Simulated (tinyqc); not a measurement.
Standing waves and exposure in a photoresist film: sweeps and comparisons. A value that a table varies takes the place of the one given here.

Normal incidence from air. Unexposed resist: N1 = n1 + i k1 with k1 = (A + B) lam/(4 pi), lam in micrometres. r01 = (1 - N1)/(1 + N1), t01 = 2/(1 + N1). Below the resist lie the layer Na = na + i ka and the substrate Ns = ns + i ks: r12 = (r1a + ras x)/(1 + r1a ras x), x = exp(4 pi i Na da/lam), r1a = (N1 - Na)/(N1 + Na), ras = (Na - Ns)/(Na + Ns). With p = exp(2 pi i N1 d/lam), the field at depth z is E(z) = t01 [exp(2 pi i N1 z/lam) + r12 p^2 exp(-2 pi i N1 z/lam)]/(1 + r01 r12 p^2), the relative intensity I(z) = n1 |E(z)|^2 and the reflectance R = |(r01 + r12 p^2)/(1 + r01 r12 p^2)|^2.

Inputs chosen for the exercise (a resist on Cu, indices near tabulated ones; the results hold for these values, not for the real material):
```
symbol  value  unit          meaning
lam     248    nm            vacuum wavelength
n1      1.74                 resist index
A       0.05   1/micrometre  bleachable absorption (Dill A)
B       0.35   1/micrometre  fixed absorption (Dill B)
d       422    nm            resist thickness
ns      1.494                substrate n
ks      1.767                substrate k
na      1.852                n of the bottom antireflection layer
ka      0.435                its k
da      29     nm            its thickness
```

## Swing of the coupled dose with resist thickness

The mean of I is taken over 800 depths; the relative dose to clear is taken as 1/(mean of I over the lowest period, 60 depths), scaled to 1 in the first row.

Swing:
```
d (nm)       R  mean I  relative dose
422.0   0.0436  0.8871          1.000
433.9   0.0544  0.8777          1.017
445.8   0.0873  0.8457          1.059
457.6   0.1083  0.8224          1.088
469.5   0.0989  0.8269          1.082
481.4   0.0672  0.8534          1.050
493.3   0.0443  0.8742          1.030
505.1   0.0547  0.8648          1.047
517.0   0.0866  0.8341          1.089
528.9   0.1073  0.8118          1.119
540.8   0.0980  0.8164          1.112
552.7   0.0672  0.8420          1.080
564.5   0.0451  0.8614          1.061
```

How do the results move?

The period is 71.3 nm, six rows. The relative dose swings between 1.000 and 1.119, a ratio (max - min)/mean of 0.112, against the estimate 4 sqrt(|r01|^2 |r12|^2) exp(-(A + B) d) = 0.072 for the oscillating part alone; the ratio from the table also holds the slow rise from absorption, 6.1 % over two periods, so the two are not strictly comparable.

## Tuning the antireflection layer

da takes the values listed; the contrast is (Imax - Imin)/(Imax + Imin) over the lowest period of the resist (60 depths).

Results:
```
da (nm)  |r12|^2  contrast
0         0.2318     0.769
10        0.1365     0.638
20        0.0456     0.398
30        0.0045     0.139
40        0.0077     0.180
50        0.0285     0.316
60        0.0421     0.381
75        0.0308     0.329
90        0.0101     0.190
110       0.0114     0.201
140       0.0183     0.255
```

What does this show, and why?

|r12|^2 starts at 0.2318 and is lowest, 0.0045, at 30 nm of those listed, where the contrast is 0.139 against 0.769. The contrast follows 2|r|/(1 + |r|^2), so even |r12|^2 = 0.01 leaves about 0.2. Values below 0.01 occur at 30 and 40 nm.

## What moves the exposure

The mean of I is over 800 depths. Each row changes one parameter from the base and keeps the others.

Results:
```
case                   |r12|^2       R  mean I  I at the bottom
base                    0.0063  0.0436  0.8871           0.9403
d = 432 nm              0.0063  0.0504  0.8814           0.9293
n1 = 1.757              0.0070  0.0435  0.8893           0.9492
B = 0.55 1/micrometre   0.0063  0.0456  0.8492           0.8619
ks = 1.59               0.0032  0.0512  0.8763           0.8936
da = 39 nm              0.0061  0.0978  0.8390           0.6584
ka = 0.566              0.0035  0.0715  0.8589           0.8460
```

What can be read from the table?

The largest shifts from the base row, up to three for each result and ties (the steps differ in size, so this ranks the rows, not the parameters). |r12|^2: ks -0.0031, ka -0.0028, n1 +0.0008; unchanged at the printed digits by d and B. R: da +0.0542, ka +0.0279, ks +0.0076. mean I: da -0.0481, B -0.0379, ka -0.0282. I at the bottom: da -0.2819, ka -0.0943, B -0.0784.

Program tinyqc; command `OMP_NUM_THREADS=1 python tinyqc.py 1682047 1682048 out.jsonl`; about 0.01 s on one thread of a shared Intel(R) Xeon(R) Processor @ 2.30GHz.
